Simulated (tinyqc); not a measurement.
Frequency dispersion of an accumulation capacitance by border traps, distributed model: effect of the density of border traps.

Traps spread evenly through the insulator exchange electrons with the semiconductor by tunnelling, with tau(x) = t0 exp(2 ka x) at depth x from the interface. The admittance per area Y seen at depth x obeys dY/dx = -Y^2/(i w eps0 eox) + q Nb ln(1 + i w tau)/tau, with Y(0) = i w Cs and w = 2 pi f; the gate sees Y(tox) = G + i w C. Working variable y = Y/(i w), in uF/cm^2. Cox = eps0 eox/tox.

Cox; trap-free value 1/(1/Cox + 1/Cs); response depth d = ln(1/(w t0))/(2 ka), where w tau = 1; lumped estimate: all traps within d act as C_bt = q Nb d placed at d/2, so C = 1/{1/[1/(1/Cs + d/(2 eps0 eox)) + C_bt] + (tox - d/2)/(eps0 eox)}. C and G from a fine integration; dispersion -d C/d log10 f over C, from f times and over 1.1. For a broad spread of time constants G/w is close to -(pi/2) dC/d ln w.

Values chosen for this exercise; permittivity close to that of zirconium oxide: relative permittivity of the insulator eox = 22.6; insulator thickness tox = 3.7 nm; semiconductor capacitance in accumulation Cs = 3.4 uF/cm^2; decay constant of the wave function in the insulator ka = 5.7 1/nm; time constant of a trap at the interface t0 = 3e-9 s; frequency f = 1e6 Hz.

Constants: q = 1.602176634e-19 C, eps0 = 8.8541878128e-14 F/cm where lengths are in cm. Results are converted to the units shown.

The same in every row: d (nm) = 0.3484; trap-free C (uF/cm^2) = 2.088.

Effect of the density of border traps:

| Nb (cm^-3 eV^-1) | C (uF/cm^2) | G/w (uF/cm^2) | dispersion (% a decade) | -(pi/2) dC/d ln w (uF/cm^2) | lumped C (uF/cm^2) |
|---|---|---|---|---|---|
| 1e18 | 2.090 | 9.546e-4 | 0.06725 | 9.591e-4 | 2.090 |
| 2e18 | 2.093 | 0.001907 | 0.1341 | 0.001915 | 2.092 |
| 6e18 | 2.105 | 0.005688 | 0.3980 | 0.005715 | 2.101 |
| 1e19 | 2.116 | 0.009428 | 0.6562 | 0.009472 | 2.110 |
| 3e19 | 2.171 | 0.02752 | 1.866 | 0.02765 | 2.153 |
| 7e19 | 2.278 | 0.06086 | 3.933 | 0.06113 | 2.237 |
| 2e20 | 2.590 | 0.1475 | 8.368 | 0.1478 | 2.484 |
| 4e20 | 2.983 | 0.2349 | 11.51 | 0.2343 | 2.802 |

As Nb goes from 1e18 to 4e20, C rises from 2.09 to 2.98 uF/cm^2, the dispersion rises from 0.0673 to 11.5 % a decade and G/w rises from 9.55e-4 to 0.235 uF/cm^2. The lumped estimate is 0.030 % below C in the first row and 6.1 % below it in the last. The dispersion goes as Nb^(1.00) between the first two rows and Nb^(0.46) between the last two: dense traps near the interface screen those behind them.

Program tinyqc, `OMP_NUM_THREADS=1 python tinyqc.py 2202229 2202230 out.jsonl`; Intel Xeon 2.30GHz, shared host, one thread, about 0.3 s.
